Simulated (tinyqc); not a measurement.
From results back to parameters: Slater-Koster d bands of a bcc metal.

Problem. In a bcc d band E(t2g) = +/-((8/3) dds + (16/9) ddp + (32/9) ddd) + f2 (4 ddp + 2 ddd) and E(eg) = +/-((16/3) ddp + (8/3) ddd) + f2 (3 dds + 3 ddd), with + at Gamma and - at H = (1,0,0). ddd is given; the four levels come from hidden dds, ddp and f2.

Values chosen for the exercise (out of a larger set: of the size met in W; not measured data): ddd = -0.195 eV (dd delta).

levels (eV): t2g Gamma -0.51840, eg Gamma 1.66560, t2g H 5.24160, eg H -8.17440

Find: f2; dds, ddp.

Solution. Half differences between Gamma and H give the first-neighbour parts and half sums the second. The eg half difference gives ddp and the t2g one dds. Since 4 ddp + 2 ddd is 3/4 of (16/3) ddp + (8/3) ddd, f2 is 4/3 of the ratio of the t2g half sum to the eg half difference; the eg half sum then serves as a check. Without ddd these four levels would not fix the three integrals.

f2 = 0.640

dds, ddp (eV): -1.500  1.020

Run: tinyqc, `OMP_NUM_THREADS=1 python tinyqc.py 1452886 1452887 out.jsonl`; Intel(R) Xeon(R) Processor @ 2.30GHz, one thread, shared host; about 0.03 s of CPU time with all checks.
